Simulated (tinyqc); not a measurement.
## Trap and transport parameters from the curve

Inverse problem. A layer shows an ohmic current q n0 mu V/L, then a square law (9/8) th eps0 eps_r mu V^2/L^3 above Vx = 8 q n0 L^2/(9 th eps0 eps_r), and trap filling at V_TFL = q Nt L^2/(2 eps0 eps_r). th = y/(1 + y), y = (Nc/Nt) exp(-Et/kB T). The square-law current at V is given. Find th, n0, Nt and Et.

Values chosen for this exercise:
```
symbol   value        unit                 meaning
T          300           K             temperature
eps_r     16.6               relative permittivity
mu          17  cm^2/(V s)                mobility
L         6700          nm               thickness
Nc      2.5e19       cm^-3  band density of states
V          3.1           V                 voltage
```

Constants: q = 1.602176634e-19 C, kB = 1.380649e-23 J/K, Vt = kB T/q, eps0 = 8.8541878128e-14 F/cm where lengths are in cm. Results are converted to the units shown.

Mott-Gurney J = 5.5240161e-5 A/cm^2
Vx = 0.57284613 V
V_TFL = 26.913233 V

Solution. The square law gives th, Vx gives n0, V_TFL gives Nt, and th with Nt gives Et.

th = 6.15e-5
n0 = 8.10e8 cm^-3
Nt = 1.10e15 cm^-3
Et = 0.510 eV

tinyqc, about 0.01 s, one thread, Intel Xeon 2.30GHz (shared host): `OMP_NUM_THREADS=1 python tinyqc.py 2370073 2370074 out.jsonl`
